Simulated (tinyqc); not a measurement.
Bandgap voltage reference from two bipolar transistors: one step of the calculation.

Two transistors of area 1 and N carry the same current I. Is(T) = Is (T/T0)^eta exp[(Vg0 q/kB)(1/T0 - 1/T)], VBE1 = Vt ln(I/Is(T)) + I rb, VBE2 = Vt ln(I/(N Is(T))) + I rb/N. The amplifier forces I R1(T) = VBE1 - VBE2 + Vos, with R(T) = R (1 + tc (T - T0)) for both resistors, and the output is Vref = VBE1 + I R2(T). Base currents and the Early effect are neglected.

Problem. Resistor for zero slope at T0, ideal case. With tc = 0, Vos = 0 and rb = 0 the current is proportional to T, dVBE/dT = (VBE - Vg0 - (eta - 1) Vt)/T, and Vref has zero slope at T0 when Vref = Vg0 + (eta - 1) Vt0. Find VBE1, its slope, that Vref, R2/R1 and the curvature d2Vref/dT2 = -(eta - 1) kB/(q T0).

Inputs (values chosen for the exercise); values of the order met in silicon bipolar transistors:
```
symbol,value,unit,meaning
T0,298,K,reference temperature
Vg0,1.205,V,band-gap voltage extrapolated to 0 K
eta,3.5,,temperature exponent of the saturation current
Is,5.7e-17,A,saturation current of the unit transistor at T0
N,10,,area ratio of the second transistor
R1,34,kohm,"resistor across which the difference of VBE falls, at T0"
```

Constants: q = 1.602176634e-19 C, kB = 1.380649e-23 J/K. Results are converted to the units shown.

Wanted: VBE1; dVBE/dT; Vref; R2/R1; curvature.

Solution.

VBE1 = 0.6199 V
dVBE/dT = -2.179 mV/K
Vref = 1.269 V
R2/R1 = 10.98
curvature = -0.7229 uV/K^2

tinyqc, about 0.02 s, one thread, Intel Xeon 2.30GHz (shared host): `OMP_NUM_THREADS=1 python tinyqc.py 2062171 2062172 out.jsonl`
